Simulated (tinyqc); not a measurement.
Frequency dispersion of an accumulation capacitance by border traps, distributed model: two steps of the calculation.

Traps spread evenly through the insulator exchange electrons with the semiconductor by tunnelling, with tau(x) = t0 exp(2 ka x) at depth x from the interface. The admittance per area Y seen at depth x obeys dY/dx = -Y^2/(i w eps0 eox) + q Nb ln(1 + i w tau)/tau, with Y(0) = i w Cs and w = 2 pi f; the gate sees Y(tox) = G + i w C. Working variable y = Y/(i w), in uF/cm^2. Cox = eps0 eox/tox.

Inputs (values chosen for the exercise); permittivity close to that of silicon dioxide:
- eox = 3.93 (relative permittivity of the insulator)
- tox = 6.9 nm (insulator thickness)
- Cs = 3.2 uF/cm^2 (semiconductor capacitance in accumulation)
- Nb = 1e20 cm^-3 eV^-1 (density of border traps)
- ka = 4.9 1/nm (decay constant of the wave function in the insulator)
- t0 = 3e-10 s (time constant of a trap at the interface)
- f = 100 Hz (frequency)
- xe = 2.1 nm (depth down to which the steps are taken)

Constants: q = 1.602176634e-19 C, eps0 = 8.8541878128e-14 F/cm where lengths are in cm. Results are converted to the units shown.

Problem 1. Scales and lumped estimate. Cox; trap-free value 1/(1/Cox + 1/Cs); response depth d = ln(1/(w t0))/(2 ka), where w tau = 1; lumped estimate: all traps within d act as C_bt = q Nb d placed at d/2, so C = 1/{1/[1/(1/Cs + d/(2 eps0 eox)) + C_bt] + (tox - d/2)/(eps0 eox)}.

Give: Cox; trap-free C; d; C_bt; lumped C.

Solution 1.

Cox = 0.50430 uF/cm^2
trap-free C = 0.43565 uF/cm^2
d = 1.5800 nm
C_bt = 2.5315 uF/cm^2
lumped C = 0.50404 uF/cm^2

The traps within reach amount to 0.791 Cs and lie in the first 22.9 % of the insulator.

Problem 2. Midpoint steps through the active depth. In terms of y: dy/dx = -y^2/(eps0 eox) + s(x), s = q Nb ln(1 + z)/z, z = i w tau. 10 midpoint steps of h = xe/10: y_half = y + (h/2) y'(x, y), y(new) = y + h y'(x + h/2, y_half).

Wanted: x; s; y.

Solution 2.

```
point	x (nm)	s (uF/(cm^2 nm))	y (uF/cm^2)
0	0	1.602+0.000i	3.200+0.000i
1	0.2100	1.602+0.000i	2.972+0.000i
2	0.4200	1.602+0.000i	2.810+0.000i
3	0.6300	1.602+0.000i	2.693+0.000i
4	0.8400	1.602-0.001i	2.608+0.000i
5	1.050	1.602-0.004i	2.546+0.000i
6	1.260	1.601-0.035i	2.499-0.003i
7	1.470	1.544-0.258i	2.463-0.021i
8	1.680	0.729-0.629i	2.372-0.122i
9	1.890	0.117-0.233i	2.125-0.166i
10	2.100	0.015-0.050i	1.894-0.149i
```

Numbers from tinyqc (`OMP_NUM_THREADS=1 python tinyqc.py 2202091 2202092 out.jsonl`; about 0.6 s on one thread of a shared Intel Xeon 2.30GHz).
